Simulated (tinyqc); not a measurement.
Inside a calculation. Method: lattice vibrations of a chain. One step of it, computed by the program tinyqc.

Problem. Dynamical matrix at q = 0.12. q is in units of 2 pi/a. A spring k from atom i to atom j, n cells on, adds k to Phi_ii and Phi_jj, -k exp(2 pi i q n) to Phi_ij and the conjugate to Phi_ji (for one atom a cell: 2k (1 - cos 2 pi q n)); D_ij = Phi_ij / sqrt(m_i m_j).

A chain moving along its axis:
```
atom   mass (u)  spring to the next atom (eV/angstrom^2)
1     91.800000                                27.300000
2     38.300000                                 3.300000
3     65.600000                                 3.000000
4      2.400000                                29.700000
```

Give: D(q).

Solution.

D(q) (eV/(angstrom^2 u)), lower triangle (Hermitian):
```
                 1        2        3        4
1           0.6209
2          -0.4604   0.7990
3           0.0000  -0.0658   0.0960
4  -1.4586-1.3697i   0.0000  -0.2391  13.6250
```
